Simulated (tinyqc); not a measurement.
Hydrogen passivation of interface dangling bonds: competing passivation and dissociation with distributed barriers: one step, computed by the program tinyqc.

P_b + H2 gives P_bH + H at the rate k_f [H2]; P_bH gives P_b + H at the rate k_d. All defects start unpassivated. E_f and E_d are Gaussian and independent.

Problem. Distributed barriers. [H2] = solubility factor x p; a = k_f0 [H2] exp(-E_f/(k_B T)), d = k_d0 exp(-E_d/(k_B T)). For one pair of barriers the active share is y = [d + a exp(-(a + d) t)]/(a + d). Temperatures in kelvin are T(C) + 273.15. Average y over both Gaussians with 40 x 40 Gauss-Hermite points. Active density N0 y; threshold shift if each active defect holds one charge, e N0 y t_ox/(3.9 eps_0).

Inputs (values chosen for the exercise, close to those used for P_b centres at the silicon-oxide interface):

| quantity | value | unit |
|---|---|---|
| defect density N0 | 1.5e+12 | 1/cm^2 |
| passivation prefactor k_f0 | 8.5e-08 | cm^3/s |
| mean passivation barrier E_f | 1.7 | eV |
| spread sigma_f | 0.12 | eV |
| dissociation prefactor k_d0 | 3.5e+12 | 1/s |
| mean dissociation barrier E_d | 2.71 | eV |
| spread sigma_d | 0.037 | eV |
| H2 in the oxide per atm, solubility factor | 2e+18 | 1/(cm^3 atm) |
| hydrogen pressure p | 0.1 | atm |
| anneal temperature T | 450 | C |
| anneal time t | 1700 | s |
| oxide thickness | 8.3 | nm |

Constants: k_B = 8.617333262e-05 eV/K; e = 1.602176634e-19 C; eps_0 = 8.8541878128e-12 F/m.

Give: active share y; active density; threshold shift.

Solution.

active share y = 0.026943

active density = 4.0414e+10 1/cm^2

threshold shift = 15.564 mV
